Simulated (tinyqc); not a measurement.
On-chip power grid, static voltage drop by conjugate gradients: two steps of the calculation.

A grid of 4 rows and 3 columns, node k = 3 row + column. Neighbours in a row are joined by Rx, in a column by Ry; pad nodes, which reach the supply through Rp: 0, 11. Each node draws I0, node 6 draws kh I0. The drops u = Vdd - V solve G u = i, with G the conductance matrix (1/Rp added on the diagonal at pad nodes).

Inputs (values chosen for the exercise):
```
symbol  value  unit                                   meaning
Rx       0.54   ohm        resistance of a horizontal segment
Ry       0.22   ohm          resistance of a vertical segment
Rp       0.29   ohm  resistance from a pad node to the supply
I0        7.4    mA          load current of an ordinary node
kh          5              factor on the load at the hot node
```

Task 1. Diagonal of G, loads and first direction. G_kk = sum of the conductances at node k. Start u = 0, so the residual is r = i; p = r.

Wanted: G_kk; r at the start; p at the start.

Result 1.

G_kk (S):
```
        col 0   col 1   col 2
row 0  9.8456  8.2492  6.3973
row 1  10.943  12.795  10.943
row 2  10.943  12.795  10.943
row 3  6.3973  8.2492  9.8456
```

r at the start (mA):
```
        col 0   col 1   col 2
row 0  7.4000  7.4000  7.4000
row 1  7.4000  7.4000  7.4000
row 2  37.000  7.4000  7.4000
row 3  7.4000  7.4000  7.4000
```

p at the start (mA):
```
        col 0   col 1   col 2
row 0  7.4000  7.4000  7.4000
row 1  7.4000  7.4000  7.4000
row 2  37.000  7.4000  7.4000
row 3  7.4000  7.4000  7.4000
```

Task 2. Conjugate-gradient step. q = G p; a = (r.r)/(p.q); u(new) = u + a p; r(new) = r - a q; b = (r.r)(new)/(r.r); p(new) = r(new) + b p.

u at the start (mV):
```
       col 0  col 1  col 2
row 0      0      0      0
row 1      0      0      0
row 2      0      0      0
row 3      0      0      0
```

r at the start (mA):
```
       col 0  col 1  col 2
row 0    7.4    7.4    7.4
row 1    7.4    7.4    7.4
row 2     37    7.4    7.4
row 3    7.4    7.4    7.4
```

p at the start (mA):
```
       col 0  col 1  col 2
row 0    7.4    7.4    7.4
row 1    7.4    7.4    7.4
row 2     37    7.4    7.4
row 3    7.4    7.4    7.4
```

Give: q; a; u after iteration 1; r after iteration 1; b; p after iteration 1.

Result 2.

q (mA S):
```
        col 0  col 1  col 2
row 0    25.5    0.0    0.0
row 1  -134.5    0.0    0.0
row 2   323.9  -54.8    0.0
row 3  -134.5    0.0   25.5
```

a = 0.1978 ohm

u after iteration 1 (mV):
```
       col 0  col 1  col 2
row 0  1.464  1.464  1.464
row 1  1.464  1.464  1.464
row 2  7.319  1.464  1.464
row 3  1.464  1.464  1.464
```

r after iteration 1 (mA):
```
        col 0  col 1  col 2
row 0    2.35   7.40   7.40
row 1   34.02   7.40   7.40
row 2  -27.08  18.24   7.40
row 3   34.02   7.40   2.35
```

b = 1.887

p after iteration 1 (mA):
```
       col 0  col 1  col 2
row 0  16.32  21.36  21.36
row 1  47.98  21.36  21.36
row 2  42.74  32.21  21.36
row 3  47.98  21.36  16.32
```

Numbers from tinyqc (`OMP_NUM_THREADS=1 python tinyqc.py 2770188 2770189 out.jsonl`; about 0.08 s on one thread of a shared Intel Xeon 2.30GHz).
